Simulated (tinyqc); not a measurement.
Comparisons within one model: Tamm state at the end of a one-band chain. A value that a table varies takes the place of the one given here.

A half-infinite chain with site energy 0 and hopping -t, band E = -2t cos(ka); the end site has energy D. The surface Green function of the unperturbed half chain is g = (E -/+ sqrt(E^2 - 4t^2))/(2t^2), the root with |t g| <= 1 and Im g <= 0, and with the shift G = g/(1 - D g).

Inputs chosen for the exercise:

| symbol | value | unit | meaning |
|---|---|---|---|
| t | 1.77 | eV | hopping |
| a | 2.9 | angstrom | spacing |
| D | -4.04 | eV | shift of the end site |
| E | 1.24 | eV | energy in the band |

## Threshold for a surface state

For |D| > t: E = D + t^2/D, weight on the end site 1 - t^2/D^2, decay length of the amplitude a/ln|D/t|; a dash: no bound state. The last column is the surface density -Im G/pi at E = 0.

Against D:

| D/t | D (eV) | E (eV) | end weight | decay length (angstrom) | density at E = 0 (1/eV) |
|---|---|---|---|---|---|
| -3.00 | -5.310 | -5.9000 | 0.8889 | 2.64 | 0.0180 |
| -2.00 | -3.540 | -4.4250 | 0.7500 | 4.18 | 0.0360 |
| -1.40 | -2.478 | -3.7423 | 0.4898 | 8.62 | 0.0608 |
| -1.10 | -1.947 | -3.5561 | 0.1736 | 30.43 | 0.0814 |
| -0.80 | -1.416 | - | - | - | 0.1097 |
| 0.50 | 0.885 | - | - | - | 0.1439 |
| 0.95 | 1.681 | - | - | - | 0.0945 |
| 1.05 | 1.859 | 3.5442 | 0.0930 | 59.44 | 0.0855 |
| 1.30 | 2.301 | 3.6625 | 0.4083 | 11.05 | 0.0669 |
| 2.50 | 4.425 | 5.1330 | 0.8400 | 3.16 | 0.0248 |

A state splits off only for |D| > t = 1.77 eV, although in the middle of an endless chain any shift binds one. Just past the threshold, at D/t = 1.05, it lies 4.2 meV outside the band and spreads over 59.4 angstrom; at D/t = -3 it holds 89 % of the end site, and the density left at the band centre has fallen to 0.10 of the clean value.

## What each parameter does

E = D + t^2/D, weight 1 - (t/D)^2, decay length -a/ln|t/D|, surface density -Im G/pi at E. Each row changes one parameter from the base and keeps the others.

Results:

| case | bound level (eV) | weight | decay (angstrom) | density (1/eV) |
|---|---|---|---|---|
| base | -4.8155 | 0.8081 | 3.514 | 0.0216 |
| t = 1.8585 eV | -4.8950 | 0.7884 | 3.735 | 0.0225 |
| D = -4.848 eV | -5.4942 | 0.8667 | 2.878 | 0.0162 |
| a = 3.19 angstrom | -4.8155 | 0.8081 | 3.865 | 0.0216 |
| E = 0.62 eV | -4.8155 | 0.8081 | 3.514 | 0.0253 |

The largest shifts from the base row, up to three for each result and ties (the steps differ in size, so this ranks the rows, not the parameters). bound level (eV): D -0.6788, t -0.0795; unchanged at the printed digits by a and E. weight: D +0.0587, t -0.0197; unchanged at the printed digits by a and E. decay (angstrom): D -0.636, a +0.351, t +0.221; unchanged at the printed digits by E. density (1/eV): D -0.0054, E +0.0037, t +0.0009; unchanged at the printed digits by a.

(tinyqc, `OMP_NUM_THREADS=1 python tinyqc.py 1482024 1482025 out.jsonl`, Intel(R) Xeon(R) Processor @ 2.30GHz, 1 thread, shared host, about 0.01 s.)
